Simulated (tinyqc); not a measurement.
## Potential step from the flux

Question. On one interval J = (q mu Vt/hx) [nb B(d) - na B(-d)], B(d) = d/(exp(d) - 1), d = (psi_b - psi_a)/Vt. Find psi_b - psi_a, and the step at which J would vanish.

Values chosen for this exercise:
```
symbol   value        unit                    meaning
T          300           K                temperature
mu        1010  cm^2/(V s)          electron mobility
na      4.4e14       cm^-3   density at the left node
nb      6.8e14       cm^-3  density at the right node
hx          24          nm               node spacing
```

Constants: q = 1.602176634e-19 C, kB = 1.380649e-23 J/K, Vt = kB T/q. Results are converted to the units shown.

J = 5159.2084 A/cm^2

Answer. B(d) falls and B(-d) rises with d, so J falls steadily with the step and one value matches. J = 0 needs nb/na = exp(d), the Boltzmann ratio.

psi_b - psi_a = -0.1120 V
step for J = 0 = 0.01125 V

Numbers from tinyqc (`OMP_NUM_THREADS=1 python tinyqc.py 2220039 2220040 out.jsonl`; about 0.01 s on one thread of a shared Intel Xeon 2.30GHz).
